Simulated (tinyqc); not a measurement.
From width change per 1 % of dose back to forward range alpha: electron-beam lithography: double-Gaussian proximity function, edge placement and dose correction for parallel lines. Computed by tinyqc, a small Python program. Command: `OMP_NUM_THREADS=1 python tinyqc.py 3112461 3112462 out.jsonl proximity inv`. One thread of a shared host (Intel(R) Xeon(R) Processor @ 2.30GHz), about 0.01 s of CPU time with the checks.

Lines are infinitely long. Absorbed energy is counted so that the middle of a very large area written at dose 1 receives 1; the resist develops where it exceeds 1/2.

Inputs (values chosen for the exercise, of the order of those for 10 keV electrons in resist on silicon):

| quantity | value | unit |
|---|---|---|
| backscatter ratio eta | 1 | - |
| base dose D0 | 380 | microcoulomb/cm^2 |
| width of the test line | 0.034 | micrometre |
| pattern density around the test line | 0.4 | - |

Method. A test line of width w << beta in surroundings of density rho, all at dose d: near its edge E(x) = d [S + eta rho]/(1 + eta), S = [erf((b - x)/alpha) - erf((a - x)/alpha)]/2 for edges a and b, the second term being the background energy. Dose to size d_s = (1 + eta)/(erf(w/alpha) + 2 eta rho), dose = d_s D0; edge slope d [1 - exp(-w^2/alpha^2)]/(sqrt(pi) alpha (1 + eta)); width change per 1 % of dose = 2 x 0.01 x (1/2)/slope.

Question. A run gave the result below. Find the forward range alpha, known to lie between 0.017 and 0.025 micrometre.

width change per 1 % of dose = 0.6323518 nm

Answer.

Each step takes the trial c = (a f_b - b f_a)/(f_b - f_a), f being the result less the target and a, b, c the logarithms of the listed values; c replaces end b, the old b replaces a if the sign of f changed, and otherwise f_a is halved.

Scan of the range:

| forward range alpha (micrometre) | width change per 1 % of dose (nm) |
|---|---|
| 0.0170 | 0.551054 |
| 0.0181 | 0.592315 |
| 0.0193 | 0.640136 |
| 0.0206 | 0.695716 |
| 0.0220 | 0.760432 |
| 0.0234 | 0.830591 |
| 0.0250 | 0.917861 |

False position (Illinois rule, in the logarithm of the input) inside the bracket:

| step | end a | end b | trial | width change per 1 % of dose (nm) |
|---|---|---|---|---|
| 1 | 0.0181000 | 0.0193000 | 0.0190994 | 0.631919 |
| 2 | 0.0193000 | 0.0190994 | 0.0191099 | 0.632347 |
| 3 | 0.0193000 | 0.0191099 | 0.0191101 | 0.632356 |
| 4 | 0.0191099 | 0.0191101 | 0.0191100 | 0.632352 |

Width change per 1 % of dose rises at every point of a 13-point scan of the range (every second point is shown), so one value fits; it is bracketed by 0.0181 and 0.0193. Answer: forward range alpha = 0.01911 micrometre.
